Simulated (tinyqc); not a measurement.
Worked calculation: heavy doping: gap narrowing, degeneracy and the minority density. Values are carried at full precision from step to step, so a last printed digit may differ when a step is redone from the rounded ones.

Empirical narrowing (Slotboom form, constants chosen for the exercise; published fits of this form give the apparent narrowing, here it is taken as the true one): dEg = E0 [ln(N/N0) + sqrt(ln(N/N0)^2 + C)].

Constants: kB = 8.617333262e-05 eV/K; e^2/(4 pi eps0) = 14.39964547 eV angstrom.

Values chosen for the exercise (gap and densities of states near those of Ge at this temperature; narrowing constants of the size fitted for Si, not for this material; not measured data): N = 9.5e+17 1/cm^3 (ionised acceptors, equal to the majority density); E0 = 8.24 meV (narrowing scale); N0 = 1.1e+17 1/cm^3 (onset density); C = 0.5 (smoothing constant); Nv = 9.48e+18 1/cm^3 (valence-band density of states); Eg = 0.598 eV (gap); Nc = 2.02e+19 1/cm^3 (conduction-band density of states); T = 450 K; eps = 16.5 (dielectric constant); Mv = 1 (majority valleys).

## Gap narrowing

Evaluate at N.

ln(N/N0) = 2.1560
dEg (empirical fit) = 36.46 meV

Well above N0 each decade of doping adds 2 E0 ln 10 = 37.9 meV.

## Degeneracy of the majority band

F_j(eta) = (1/Gamma(j + 1)) integral_0^infinity x^j dx/(1 + exp(x - eta)), which tends to exp(eta) for eta << 0.

Majority: N = Nv F_1/2(eta), eta the distance of EF beyond the majority band edge in kT. Degeneracy factor gam = F_1/2(eta)/exp(eta). ni0^2 = Nc Nv exp(-Eg/kT); product n p = ni0^2 gam exp(dEg/kT), dEg the true narrowing; apparent narrowing dEa = dEg + kT ln gam; minority density = n p/N.

Solve for eta and form gam.

N/Nv = 0.1002
eta = -2.2651
gam = 0.9652

## Product and minority density

Combine both effects.

ni0 = 6.20e+15 1/cm^3
exp(dEg/kT) = 2.56
dEa = 35.1 meV
sqrt(n p) = 9.75e+15 1/cm^3
minority density = 1.00e+14 1/cm^3

Narrowing multiplies the product by 2.56 and degeneracy by 0.965; together they change the minority density by a factor 2.47 against ni0^2/N.

## Two estimates of the size

Two physical estimates, e2 = e^2/(4 pi eps0), N in 1/angstrom^3: exchange shift at the Fermi level, Ex = (e2/eps) kF/pi with kF = (3 pi^2 N/Mv)^(1/3); screened-pair energy (Lanyon-Tuft), Es = (3/4)(e2/eps) qs with qs^2 = (4 pi e2 N/(eps kT)) F_-1/2(eta)/F_1/2(eta).

Evaluate both at N.

kF = 0.03041 1/angstrom
Ex = 8.45 meV
Es = 10.54 meV

Against the fitted dEg = 36.5 meV, Ex is 0.23 and Es 0.29 times as large; each keeps one mechanism only, and Ex assumes a strongly degenerate gas, while here eta is only -2.27.

## Checks

- Minority density against the Boltzmann occupation of the other band at the narrowed gap (1/cm^3): both 1.000e+14.

Program tinyqc; command `OMP_NUM_THREADS=1 python tinyqc.py 1680885 1680886 out.jsonl`; about 0.01 s on one thread of a shared Intel(R) Xeon(R) Processor @ 2.30GHz.
